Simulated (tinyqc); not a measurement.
Worked calculation: capillary instabilities by surface diffusion: grooving and agglomeration of films, edge retraction, wire break-up and smoothing of roughness. Computed by tinyqc, a small Python program that keeps every step. Command: `OMP_NUM_THREADS=1 python tinyqc.py 3030813 3030814 out.jsonl dewet walk`. One thread of a shared host (Intel(R) Xeon(R) Processor @ 2.30GHz), about 0.01 s of CPU time with the checks. Intermediate numbers are printed to about 6 digits and carried at full precision; extremes and crossings named in words are read from the listed rows.

Isotropic surface energy; shapes change by surface diffusion alone.

Inputs (values chosen for the exercise, of the order of those of a copper film):
```
quantity                                value        unit
surface energy gamma_s                   1.73       J/m^2
grain-boundary energy gamma_b            0.63       J/m^2
contact angle on the substrate theta       70     degrees
atomic volume Omega                      11.8  angstrom^3
surface sites nu                          8.9      1/nm^2
prefactor D0                          4.4e-06       m^2/s
activation energy Q                      1.02          eV
temperature T                             730           K
time t                                   3800           s
film thickness h                           21          nm
grain radius R                            530          nm
wire radius r                             5.3          nm
initial ripple over radius               0.05           -
roughness wavelength lambda                13          nm
```

Grooves: at the surface only.

Constants: k_B = 8.617333262e-05 eV/K; k_B = 1.380649e-23 J/K.

## The Mullins constant

B = D_s nu gamma_s Omega^2/(k_B T), D_s = D0 exp(-Q/(k_B T)).

D_s = 3.99550e-13 m^2/s

B = 84989.4 nm^4/s

length (B t)^(1/4) = 134.056 nm

Lengths grow as t^(1/4): doubling one takes 16 times as long, or roughly 160 K more.

## Will grooves cut through?

Groove angle beta: sin(beta) = gamma_b/(2 gamma). For circular grains of radius R with spherical caps the groove ends (measured from the mean surface) at the depth R g(beta), g = (2 - 3 cos beta + cos^3 beta)/(3 sin^3 beta). The film parts if R g(beta_s) > h.

beta_s = 10.4910 degrees

sum of g = 0.0460329

critical R/h = 21.7236

final depth over h = 1.16178

Given enough time, the grooves reach through: holes open at boundaries and, earlier, at triple junctions.

## Groove growth in time

Mullins' isolated groove: depth below the flat surface d = 0.780 m (B t)^(1/4), m = tan(beta_s), width between the ridges 4.6 (B t)^(1/4); time to reach h: (h/(0.780 m))^4/B.

groove depth = 19.3628 nm

groove width = 616.659 nm

time to reach the substrate = 5257.64 s

## Retraction of a straight edge

A rim shaped as a circular segment with contact angle theta holds the area h x; its radius r obeys r^2 (theta - sin theta cos theta) = h x. To advance, the edge must carry a strip of the rim height H = r (1 - cos theta) over the rim, driven by the curvature 1/r over the distance r theta (the scaling argument of Brandon and Bradshaw): H dx/dt = B/(theta r^2) gives x^(5/2) = (5/2) B t c^(3/2)/(theta (1 - cos theta) h^(3/2)), c = theta - sin theta cos theta.

retraction x = 602.659 nm

rim height H = 78.0109 nm

present speed = 0.0634378 nm/s

The rim is 3.7 times the film thickness. x goes as t^(2/5) h^(-3/5): thin films retract faster.

## Break-up of a free wire

A wire with r + A cos(k z) has dA/dt = (B/r^4) (kr)^2 [1 - (kr)^2] A: unstable for wavelengths above 2 pi r, fastest at kr = 1/sqrt 2 with the rate B/(4 r^4); break-up time about (4 r^4/B) ln(r/A0); each wavelength makes a sphere of radius (3 r^2 lambda_m/4)^(1/3).

fastest wavelength = 47.0946 nm

break-up time = 0.111250 s

radius of the spheres = 9.97381 nm

t over the break-up time = 34157.2

The wire breaks up within t. Caution: faceting can stabilise wires along low-index directions.

## Smoothing against break-up

Roughness of wavelength lambda on a flat face decays as exp[-B (2 pi/lambda)^4 t]; the smoothing time is that for a factor e^3.

Times (s); the last column is (h/(0.780 tan beta_s))^4/B:
```
T (K)   B (nm^4/s)   smoothing  wire break-up  groove to depth h
620    5.63547e+03  0.00975541        1.67779            79291.4
657    1.55844e+04  0.00352764        0.60670            28672.5
694    3.85517e+04  0.00142604        0.24526            11590.8
730    8.49894e+04  0.00064686        0.11125             5257.6
766    1.73544e+05  0.00031679        0.05448             2574.8
803    3.37399e+05  0.00016294        0.02802             1324.4
876    1.05641e+06  0.00005204        0.00895              423.0
```

All times share 1/B, so their ratios do not depend on T: break-up over smoothing is 170. An anneal can smooth this roughness well before the wire breaks. Smoothing is safe for lambda well below 2 pi r, above which a ripple along the wire grows instead. B spans 2.3 decades over these rows.

Checks made by the program: g against the volume of a spherical cap (relative difference below 1e-10).
